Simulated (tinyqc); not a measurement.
Ionisation potential and affinity of a slab from the planar-averaged potential, step by step. Values are carried at full precision from step to step, so a last printed digit may differ when a step is redone from the rounded ones.

A model of the planar-averaged electrostatic energy of an electron in a periodic cell of N1 periods of A (L1 = N1 n1 h) and N2 periods of vacuum (L2 = N2 n2 h), on z_j = j h: V(z) = f VA + (1 - f) VB + F t(z), VA = V1[0] + V1[1] cos(2 pi z/(n1 h)) + V1[2] cos(4 pi z/(n1 h)), VB the same with V2, n2 and z - L1. f = [tanh(z/w) - tanh((z - L1)/w) + tanh((z - L1 - L2)/w)]/2 + 1/2; t(z) = z - L1/2 in A and (L1/L2)(L1 + L2/2 - z) beyond, so that the cell is periodic.

Constants: e^2/(4 pi eps0) = 14.39964547 eV angstrom.

Parameters, chosen for this exercise (gap near that of InAs; shifted at random, so the results belong to these values and not to a real crystal):
- h = 0.25 angstrom (grid step)
- n1 = 5 (grid points per period of A)
- n2 = 6 (grid points per period of the vacuum filter)
- N1 = 4 (periods of A)
- N2 = 5 (periods of vacuum)
- V1 = (-5.09, 1.89, -0.24) eV (mean and two harmonics of the potential in A)
- V2 = (0, 0, 0) eV (the same in vacuum)
- w = 0.42 angstrom (width of the interfaces)
- F = 0 eV/angstrom (slope in A from opposite charges on the two interfaces)
- Ev1 = 0.09 eV (valence top of bulk A above its mean potential)
- Eg1 = (0.05, 0.41) eV (gap of A: semi-local value, corrected value)
- fv1 = 0.7 (share of the correction that lowers the valence top of A)
- eps = 1.7 (dielectric constant at the interface)

## The planar average

Evaluate V on the grid, j = 0, 1, ...

V(z_j) (eV): -1.720  -3.306  -6.127  -6.510  -4.275  -3.431  -4.308  -6.692  -6.693  -4.312  -3.440  -4.312  -6.693  -6.692  -4.308  -3.431  -4.275  -6.510  -6.127  -3.306  -1.720  -1.005  -0.566  -0.183  -0.037  -0.009  -0.003  -0.002  0.000  0.000  0.000  0.000  0.000  0.000  0.000  0.000  0.000  0.000  0.000  0.000  0.000  0.000  0.000  -0.002  -0.003  -0.009  -0.037  -0.183  -0.566  -1.005

## Running means

Running mean over n points, periodic: for odd n the plain mean of the n points centred on j; for even n the n + 1 points with half weight at both ends. The macroscopic average applies the mean over n1 points and then over n2 points.

Apply the first mean, then the second.

after the mean over n1 points (eV): -2.545  -3.734  -4.388  -4.730  -4.930  -5.043  -5.080  -5.087  -5.089  -5.090  -5.090  -5.090  -5.089  -5.087  -5.080  -5.043  -4.930  -4.730  -4.388  -3.734  -2.545  -1.356  -0.702  -0.360  -0.160  -0.047  -0.010  -0.003  -0.001  0.000  0.000  0.000  0.000  0.000  0.000  0.000  0.000  0.000  0.000  0.000  0.000  0.000  -0.001  -0.003  -0.010  -0.047  -0.160  -0.360  -0.702  -1.356

macroscopic average (eV): -2.545  -3.261  -3.921  -4.440  -4.764  -4.935  -5.023  -5.066  -5.084  -5.088  -5.089  -5.088  -5.084  -5.066  -5.023  -4.935  -4.764  -4.440  -3.921  -3.261  -2.545  -1.829  -1.169  -0.650  -0.326  -0.155  -0.067  -0.024  -0.006  -0.002  -0.001  0.000  0.000  0.000  0.000  0.000  0.000  0.000  0.000  0.000  -0.001  -0.002  -0.006  -0.024  -0.067  -0.155  -0.326  -0.650  -1.169  -1.829

Around the middle of vacuum the first mean varies by 0 meV over five points and the second by 0 meV.

## The potential line-up

Read the macroscopic average in the middle of each region, j = 10 and j = 35, and its slope in A by a central difference over two points each way.

plateau in A = -5.089 eV
plateau in vacuum = 0.000 eV
dV = vacuum - A = 5.089 eV
slope in A = 0.000 eV/angstrom

The plateaus are flat, so the line-up is well defined.

## Ionisation potential and affinity

IP = dV - Ev1, EA = IP - gap. The correction opens the gap by c = Eg1[1] - Eg1[0], lowers the valence top by fv1 c and raises the conduction edge by (1 - fv1) c; dV is kept.

IP, EA with the semi-local gap (eV): 4.999  4.949

c = 0.36 eV

IP, EA corrected (eV): 5.251  4.841

The correction raises IP by 0.25 eV and lowers EA by 0.11 eV.

## The dipole behind the step

A step dV of the mean electron energy from A to vacuum across an interface equals 4 pi (e^2/4 pi eps0) times a dipole per area p (in e angstrom per angstrom^2). For a change of 0.1 eV in dV, give the charge per area moved over 2 angstrom in a medium of dielectric constant eps: sigma = 0.1 eps/(4 pi (e^2/4 pi eps0) 2). 1 angstrom^-2 = 1e16 cm^-2.

|p| = 0.02812 e/angstrom
sigma = 4.70e+12 e/cm^2

With about 7e14 atoms per cm^2 in a plane (as on a silicon (100) face), 0.7 % of an electron per atom shifts the line-up by 0.1 eV.

## Checks

- Line-up in a cell of 14 + 14 periods without slope against V2[0] - V1[0] (eV): both 5.0900.

Run: tinyqc, `OMP_NUM_THREADS=1 python tinyqc.py 1880451 1880452 out.jsonl`; Intel(R) Xeon(R) Processor @ 2.30GHz, one thread, shared host; about 0.01 s of CPU time with all checks.
